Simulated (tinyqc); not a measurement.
Inside a calculation: alloy A(1-x)B(x) by interpolation with bowing. Values are carried at full precision from step to step, so a last printed digit may differ when a step is redone from the rounded ones.

Each gap follows E(x) = (1 - x) E_A + x E_B - C x (1 - x); the lattice constant follows Vegard, a(x) = (1 - x) a_A + x a_B.

Constants: hc = 1239.841984 eV nm; kB = 8.617333262e-05 eV/K.

Parameters, chosen for this exercise (A near GaSb, B near GaAs; not measured data): a = (6.103, 5.645) angstrom (lattice constant of A, B); x = 0.71 (fraction of B); Eg = (0.815, 1.497) eV (gap at Gamma to the s-like level of A, B); EgX = (1.141, 1.979) eV (gap to the lowest valley along Gamma-X of A, B); EgL = (0.885, 1.792) eV (gap to L of A, B); C = (1.332, 1.284, 1.305) eV (bowing of the Gamma, X and L gaps); Dso = (0.757, 0.336) eV (spin-orbit splitting of A, B); Ep = (27.3, 25.6) eV (Kane energy of A, B); me = (0.039, 0.0671) m0 (electron mass at Gamma of A, B); Cs = 0.46 eV (bowing of Dso); md = (0.0461, 0.78, 0.47) m0 (density-of-states masses of Gamma, all X and all L valleys); T = 300 K (temperature).

## Gaps and lattice constant at x

Also give the wavelength hc/E of the lowest gap.

a(x) = 5.7778 angstrom

linear parts (eV): Gamma 1.2992, X 1.7360, L 1.5290

bowing terms C x (1 - x) (eV): Gamma 0.2743, X 0.2644, L 0.2687

gaps (eV): Gamma 1.0250, X 1.4716, L 1.2603

wavelength of the lowest gap = 1209.6 nm

The lowest valley is Gamma, so the gap is direct; the next, L, lies 235 meV higher.

## Where the valleys cross

The difference of two gaps is a quadratic q2 x^2 + q1 x + q0 with q2 = C_i - C_j, q1 = (E_B - E_A - C)_i - (E_B - E_A - C)_j, q0 = E_A,i - E_A,j; give its roots between 0 and 1 (a dash: none).

Crossings:
```
pair         q2      q1      q0  first root  second root
Gamma-X   0.048  -0.204  -0.326           -            -
Gamma-L   0.027  -0.252  -0.070           -            -
X-L      -0.021  -0.048   0.256           -            -
```

The lowest valley is Gamma at every x.

## Electron mass of the alloy

Mass at Gamma from the Kane formula 1/m = F + Ep (Eg + 2 Dso/3)/(Eg (Eg + Dso)). F is fixed by the masses of A and B and interpolated linearly, as is Ep; Eg and Dso carry their bowing.

Compare with the linear interpolation of the masses.

F of A, B: [-2.4791, -1.1528]

Ep, Eg, Dso at x (eV): [26.0930, 1.0250, 0.3634]

m(x) from the Kane formula = 0.0461 m0
m(x) linear = 0.0590 m0

The Kane value lies 21.8 % below the linear one.

## Shares of the electrons in the valleys

Non-degenerate: n_i proportional to md_i^(3/2) exp(-E_i/kT).

md^(3/2): Gamma 0.0099, X 0.6889, L 0.3222

(E - E_min)/kT: Gamma 0.00, X 17.28, L 9.10

shares: Gamma 0.996, X 0.000, L 0.004

Gamma holds most electrons (99.6 %).

Computed by tinyqc, a small Python program: `OMP_NUM_THREADS=1 python tinyqc.py 1050765 1050766 out.jsonl` (the numbers bound the seed that draws the inputs); one thread of a shared host (Intel(R) Xeon(R) Processor @ 2.30GHz), about 0.01 s for the whole set of steps.
